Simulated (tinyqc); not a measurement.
Circuit elements from the admittance matrix.

Problem. Y belongs to a common-source circuit with y11 = i w (Cgs + Cgd), y12 = -i w Cgd, y21 = gm - i w Cgd, y22 = gds + i w (Cgd + Cd) and a resistance Rg in series with the gate; w = 2 pi f. Find Rg, Cgs + Cgd, Cgd, gm, gds and Cd.

Parameters, values chosen for the exercise:

| symbol | value | unit | meaning |
|---|---|---|---|
| f | 10 | GHz | signal frequency |

Y with Rg (mS):
```
,1,2
1,0.32572986+9.03908845i,-0.07959611-2.20881293i
2,79.97283497-5.09355812i,4.21298470+5.02705371i
```

Answer. 1/Y11 = Rg + 1/(i w (Cgs + Cgd)) gives Rg; removing it from Z11 returns the inner y, whose parts are read off.

Rg = 3.98 ohm
Cgs + Cgd = 144 fF
Cgd = 35.2 fF
gm = 80.2 mS
gds = 4.17 mS
Cd = 33.6 fF

tinyqc, about 0.01 s, one thread, Intel Xeon 2.30GHz (shared host): `OMP_NUM_THREADS=1 python tinyqc.py 2150049 2150050 out.jsonl`
